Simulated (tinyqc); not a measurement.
Charge needed for a dipole step.

Two sheets of opposite charge dd apart with permittivity ei give the step D = q N dd/(eps0 ei).

Parameters, values chosen for the exercise: relative permittivity inside the dipole layer ei = 5.1; thickness of the dipole layer dd = 0.27 nm.

Constants: q = 1.602176634e-19 C, eps0 = 8.8541878128e-14 F/cm where lengths are in cm. Results are converted to the units shown.

Result of one run:

| D (V) | field (MV/cm) | moment (debye/nm^2, 1 D = 3.33564e-30 C m) |
|---|---|---|
| 0.06514 | 2.413 | 0.8819 |

Which charge in each sheet N gave this result: 2.7e12, 6.8e12, 4.5e13 or 2.9e14 cm^-2?

N = 6.8e12 cm^-2.

The whole series:

| N (cm^-2) | D (V) | field (MV/cm) | moment (debye/nm^2, 1 D = 3.33564e-30 C m) |
|---|---|---|---|
| 1e12 | 0.009580 | 0.3548 | 0.1297 |
| 2.7e12 | 0.02587 | 0.9580 | 0.3502 |
| 6.8e12 | 0.06514 | 2.413 | 0.8819 |
| 1.7e13 | 0.1629 | 6.032 | 2.205 |
| 4.5e13 | 0.4311 | 15.97 | 5.836 |
| 1.1e14 | 1.054 | 39.03 | 14.27 |
| 2.9e14 | 2.778 | 102.9 | 37.61 |

D is proportional to N, 0.1 V for 1.04e13 cm^-2. The same sheet as an uncompensated charge under 1 nm of a dielectric of permittivity 3.9 would shift the flat band by 0.484 V, and that shift would grow with thickness, which a dipole step does not. For N = 1.1e14, 2.9e14 the field exceeds 20 MV/cm; it acts over one bond length, where the sheet picture is only a bookkeeping device.

tinyqc, about 0.01 s, one thread, Intel Xeon 2.30GHz (shared host): `OMP_NUM_THREADS=1 python tinyqc.py 2410015 2410016 out.jsonl`
